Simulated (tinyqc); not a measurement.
Trading HF for NH4F at fixed fluoride: speciation in dilute and buffered hydrofluoric acid, oxide etch rate and bath loading. Computed by tinyqc, a small Python program. Command: `OMP_NUM_THREADS=1 python tinyqc.py 3120098 3120099 out.jsonl hfetch walk`. One thread of a shared host (Intel(R) Xeon(R) Processor @ 2.30GHz), about 0.01 s of CPU time with the checks.

Concentrations stand for activities, NH4+ and Cl- are spectators, and water ionisation is neglected. H, F and HF2 denote the ions H+, F- and HF2-. The base temperature is 298 K.

Inputs (values chosen for the exercise, of the order of those for thermal oxide at room temperature):

| quantity | value | unit |
|---|---|---|
| HF added | 0.24 | mol/L |
| NH4F added | 0 | mol/L |
| K1 = [H][F]/[HF] | 0.000646 | mol/L |
| K2 = [HF2]/([HF][F]) | 3.8 | L/mol |
| K3 = [H2F2]/[HF]^2 | 2.8 | L/mol |
| rate constant of neutral HF k_a | 11 | nm L/(min mol) |
| rate constant of HF2 k_b | 56 | nm L/(min mol) |

Method:
- Fluoride balance: [HF] + [F] + 2 [HF2] + 2 [H2F2] = HF added + NH4F added. Acid balance: [H] + [HF] + [HF2] + 2 [H2F2] = HF added + HCl added. For a trial [H], [HF] = [H][F]/K1, and the fluoride balance is a quadratic in [F].
- Rate = k_a ([HF] + 2 [H2F2]) + k_b [HF2], an empirical two-term form.
- Total fluoride is held at HF + NH4F added, without HCl; x is the share added as HF.

Against x:

| x | pH | [F] (mol/L) | [HF] (mol/L) | [HF2] (mol/L) | rate (nm/min) |
|---|---|---|---|---|---|
| 0.05 | 4.7334 | 0.22263 | 0.00637 | 0.005387 | 0.3742 |
| 0.15 | 4.1756 | 0.18991 | 0.01962 | 0.014158 | 1.0324 |
| 0.30 | 3.7478 | 0.14582 | 0.04035 | 0.022357 | 1.7961 |
| 0.40 | 3.5317 | 0.11957 | 0.05441 | 0.024721 | 2.1652 |
| 0.50 | 3.3349 | 0.09560 | 0.06844 | 0.024863 | 2.4338 |
| 0.60 | 3.1417 | 0.07368 | 0.08230 | 0.023043 | 2.6130 |
| 0.75 | 2.8252 | 0.04426 | 0.10247 | 0.017235 | 2.7391 |
| 0.90 | 2.3907 | 0.01922 | 0.12104 | 0.008843 | 2.7292 |
| 1.00 | 1.9503 | 0.00750 | 0.13018 | 0.003711 | 2.6836 |

[HF2] is largest at x = 0.5 and the rate at x = 0.75 among these rows; HF2 needs both HF and F. At its best the mixture etches 1.02 times as fast as HF alone.

Extremes, crossings and ranges named in words are read from the listed rows.
